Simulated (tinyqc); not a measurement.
Rutherford backscattering from a thin compound film on silicon: kinematics, yields, composition and thickness: one step, computed by the program tinyqc. Command: `OMP_NUM_THREADS=1 python tinyqc.py 3017835 3017836 out.jsonl rbs walk`. One thread of a shared host (Intel(R) Xeon(R) Processor @ 2.30GHz), about 0.01 s of CPU time with the checks.

Singly charged helium ions (Z1 = 2, M1 = 4.0026 u) enter at the tilt angle a1 to the normal and leave at a2 = |180 - theta - tilt| in the same plane. The film is A B_x.

Question. Peak widths (surface approximation). Stopping per atom eps(E) = eps(2 MeV) (E/2 MeV)^(-0.4) (a law chosen for the exercise); Bragg rule eps_film = (eps_A + x eps_B)/(1 + x); areal density N d, with 1/nm^2 = 0.1 x 1e15/cm^2. Width of the signal of element i: [K_i eps(E0)/cos a1 + eps(K_i E0)/cos a2] N d; depth resolution = resolution x d/width of A; energy lost on the way in = eps(E0) N d/cos a1.

Inputs (values chosen for the exercise, modelled on a helium beam on NiSi):
```
quantity                                value           unit
beam energy E0                              2            MeV
scattering angle theta                    165        degrees
tilt of the sample                          0        degrees
heavy element: stopping eps_A at 2 MeV   74.4  1e-15 eV cm^2
light element: mass M_B                 28.09              u
light element: stopping eps_B at 2 MeV   49.8  1e-15 eV cm^2
atoms of B per atom of A, x              1.07              -
atomic density of the film               79.1         1/nm^3
film thickness d                           96             nm
detector resolution (FWHM)                 13            keV
```

kinematic factors: A 0.7645054, B 0.5688382, Si 0.5688382

Give: areal density N d; film stopping at E0; widths; depth resolution; energy lost on the way in.

Answer.

areal density N d = 759.36 1e15 atoms/cm^2

film stopping at E0 = 61.68 1e-15 eV cm^2

widths (keV): A 89.80, B 87.41

depth resolution = 13.90 nm

energy lost on the way in = 46.84 keV

The signal of A spans 6.9 resolution widths, so its width measures the thickness. Caution: the silicon signal of the film merges with that of the substrate, so only the width of A can be read directly.
